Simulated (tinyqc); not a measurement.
Grain-boundary trapping model (Seto) of a polycrystalline semiconductor film: one step, computed by the program tinyqc.

Grains of equal size L are joined by thin boundaries with one trap level. Trapped carriers deplete a width W on each side and raise a barrier, crossed by thermionic emission. Dopants are fully ionised, statistics are non-degenerate and mu_g does not depend on T.

Problem. Activation energy. N_c(T) = N_c (T/300 K)^(3/2). Filled traps Q = Q_t/(1 + (1/2) exp((E_t* - E_F)/k_B T)), where E_t* = e V_B - E_t and E_F are counted from the band edge at the grain centre. Partial depletion: Q = 2 N W, V_B = e N W^2/(2 eps eps_0), E_F = k_B T ln(N/N_c); solve for W. If that W would exceed L/2 the grain is fully depleted: W = L/2, Q = N L, and E_F follows from the trap equation. Centre density n_0 = N_c exp(E_F/k_B T). Boundary: sigma_b = L e^2 n_0 exp(-e V_B/k_B T)/sqrt(2 pi m k_B T); drift through the grain, depleted parts included: rho_g = [(1 - 2W/L) + (2W/L) int_0^1 exp(y^2 s^2) ds]/(e n_0 mu_g); rho = 1/sigma_b + rho_g. Mean carrier density n_av = n_0 [(1 - 2W/L) + (2W/L) (sqrt(pi)/2) erf(y)/y], y = sqrt(e V_B/k_B T); effective mobility 1/(e n_av rho). E_a = d ln(rho)/d(1/k_B T) from T - 5 K and T + 5 K; temperature coefficient d ln(rho)/dT.

Inputs (values chosen for the exercise, modelled on polycrystalline silicon):

| quantity | value | unit |
|---|---|---|
| permittivity eps | 11.7 | - |
| effective mass m | 0.43 | m_0 |
| effective density of states at 300 K, N_c | 1.9e+19 | 1/cm^3 |
| grain size L | 22 | nm |
| trap density Q_t | 7.6e+11 | 1/cm^2 |
| trap level E_t below the band edge | 0.29 | eV |
| doping N | 3.1e+17 | 1/cm^3 |
| mobility inside the grains mu_g | 78 | cm^2/(V s) |
| temperature T | 350 | K |

Grain interior: resistance included.

Constants: k_B = 8.617333262e-05 eV/K; e = 1.602176634e-19 C; eps_0 = 8.8541878128e-12 F/m; m_0 = 9.1093837015e-31 kg; k_B = 1.380649e-23 J/K.

Give: activation energy E_a; temperature coefficient.

Solution.

activation energy E_a = 0.3191 eV

temperature coefficient = -3.023 %/K
